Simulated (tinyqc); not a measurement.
Schottky barrier with interface states (Cowley-Sze model), image lowering and contact resistance: one step, computed by the program tinyqc. Command: `OMP_NUM_THREADS=1 python tinyqc.py 3029524 3029525 out.jsonl pinning walk`. One thread of a shared host (Intel(R) Xeon(R) Processor @ 2.30GHz), about 0.01 s of CPU time with the checks.

An n-type semiconductor under a metal. The barrier lies between the Schottky-Mott limit phi_M - chi and the Bardeen limit E_g - E_n, E_n being the neutrality level of the interface states; the space-charge term of the full Cowley-Sze expression is left out.

Problem. Tunnelling scale and contact resistivity. A* = 4 pi e m_e M_c k_B^2/h^3 (a simple valley count); J_s = A* T^2 exp(-phi/k_B T). E_00 = (e hbar/2) sqrt(N/(m_e eps_s eps_0)), E_0 = E_00 coth(E_00/k_B T); scaling form of the contact resistivity rho_c = (k_B/(e A* T)) exp(phi_B/E_0), which is the thermionic result when E_00 << k_B T and keeps only the leading exponential of tunnelling when E_00 >> k_B T; image lowering is left out of it.

Inputs (values chosen for the exercise, with gap, mass and screening modelled on ZnSe):

| quantity | value | unit |
|---|---|---|
| dielectric constant eps_s | 9.41 | - |
| electron mass m_e | 0.145 | m_0 |
| valleys M_c | 1 | - |
| donor density N | 2.7e+16 | cm^-3 |
| temperature T | 425 | K |

Pinning factor from: interface states.

barrier phi_B = 1.247318 eV

Constants: k_B = 8.617333262e-05 eV/K; hbar = 1.054571817e-34 J s; m_0 = 9.1093837015e-31 kg; eps_0 = 8.8541878128e-12 F/m; e = 1.602176634e-19 C; k_B = 1.380649e-23 J/K; h = 6.62607015e-34 J s.

Give: E_00; E_00/k_B T; E_0; contact resistivity rho_c.

Solution.

E_00 = 0.002612 eV

E_00/k_B T = 0.07131

E_0 = 0.03669 eV

contact resistivity rho_c = 6.790e+06 ohm cm^2

With the usual bounds 0.5 and 5 on E_00/k_B T the regime is thermionic emission; so large a rho_c means a blocking contact.
